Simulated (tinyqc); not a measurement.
## Resistance of a source-drain extension with a graded tip: effect of the position under the gate where the fall begins

y runs along the channel, the gate covers y > 0. The doping is N0 for y < y0 and N0 10^(-(y - y0)/la) beyond, uniform over the depth xj. Sheet conductance s(y) = q mu(N) max(N - Nch, 0) xj + (for y > 0) ma Cox Vo, with mu(N) = u0 + (u1 - u0)/(1 + (N/Nr)^au) and Cox = eps0 eox/tox. Current is taken as one-dimensional; depletion of the tip, spreading and the contact are left out. The metallurgical junction lies at yj, where N = Nch.

R_spacer = integral of dy/s from -Ls to 0, R_ov from 0 to yj, R_channel = (Lg - 2 yj)/(ma Cox Vo), R_total = 2 R_spacer + 2 R_ov + R_channel. Electrical length L_eff = ma Cox dR_total/d(1/Vo); R_series = R_total - L_eff/(ma Cox Vo).

Parameters, values chosen for the exercise; mobility law close to that of electrons in silicon: relative permittivity of the gate insulator (close to hafnium oxide) eox = 22.6; insulator thickness tox = 7.8 nm; active doping of the extension far from the gate N0 = 1.8e20 cm^-3; lateral abruptness la = 3.6 nm/decade; depth of the extension xj = 17 nm; channel doping Nch = 4e17 cm^-3; spacer length Ls = 17 nm; gate overdrive Vo = 0.34 V; mobility of the gate-induced layer ma = 180 cm^2/(V s); mobility at low doping u1 = 1414 cm^2/(V s); mobility at high doping u0 = 68.5 cm^2/(V s); reference doping Nr = 9.2e16 cm^-3; exponent au = 0.711; gate length Lg = 60 nm.

Constants: q = 1.602176634e-19 C, eps0 = 8.8541878128e-14 F/cm where lengths are in cm. Results are converted to the units shown.

Effect of the position under the gate where the fall begins:
```
y0 (nm)	yj (nm)	R_spacer (ohm um)	R_ov (ohm um)	R_channel (ohm um)	R_total (ohm um)	L_eff (nm)	R_series (ohm um)
-6	3.552	15.96	16.72	336.9	402.3	56.91	39.79
-4	5.552	7.804	21.80	311.4	370.6	53.57	29.47
-2	7.552	5.158	24.32	286.0	344.9	49.73	28.16
0	9.552	4.657	25.28	260.5	320.4	45.76	28.92
2	11.55	4.657	25.80	235.0	295.9	41.76	29.93
4	13.55	4.657	26.33	209.5	271.5	37.77	30.94
6	15.55	4.657	26.85	184.1	247.1	33.78	31.95
8	17.55	4.657	27.38	158.6	222.6	29.78	32.95
```

As y0 goes from -6 to 8, R_total falls from 402 to 223 ohm um, L_eff falls from 56.9 to 29.8 nm and R_series goes from 39.8 through a minimum of 28.2 (at y0 = -2 among the rows listed) to 33.0 ohm um. More overlap also shortens the channel and adds capacitance, effects on threshold and speed that are left out.

tinyqc, about 0.03 s, one thread, Intel Xeon 2.30GHz (shared host): `OMP_NUM_THREADS=1 python tinyqc.py 2282018 2282019 out.jsonl`
